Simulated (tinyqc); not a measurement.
Inversion-layer mobility, back-scattering and ballistic limit of a field-effect transistor: one step, computed by the program tinyqc.

The charge at the top of the source barrier is fixed by the gate; series resistance and short-channel effects are left out. F_j are Fermi integrals normalised to exp(eta) in the classical limit.

Problem. Effective mobility. mu_phonon = mu_ph (E_eff/1 MV/cm)^(-0.3) (T/300 K)^(-1.75); mu_rough = mu_sr (E_eff/1 MV/cm)^(-2); mu_Coulomb = mu_C (N_inv/1e12 cm^-2) (T/300 K); Matthiessen's rule adds 1/mu.

Inputs (values chosen for the exercise, modelled on a silicon n-channel):

| quantity | value | unit |
|---|---|---|
| phonon mobility at 1 MV/cm and 300 K, mu_ph | 350 | cm^2/(V s) |
| roughness mobility at 1 MV/cm, mu_sr | 1500 | cm^2/(V s) |
| Coulomb mobility at N_inv = 1e12/cm^2, mu_C | 990 | cm^2/(V s) |
| temperature T | 300 | K |

Statistics at the top of the barrier: non-degenerate.

inversion density N_inv = 4.200026e+11 1/cm^2

effective field E_eff = 0.06341048 MV/cm

Give: phonon part; roughness part; Coulomb part; effective mobility mu.

Solution.

phonon part = 800.6 cm^2/(V s)

roughness part = 3.731e+05 cm^2/(V s)

Coulomb part = 415.8 cm^2/(V s)

effective mobility mu = 273.5 cm^2/(V s)

The Coulomb part is the lowest and holds 66 % of 1/mu.
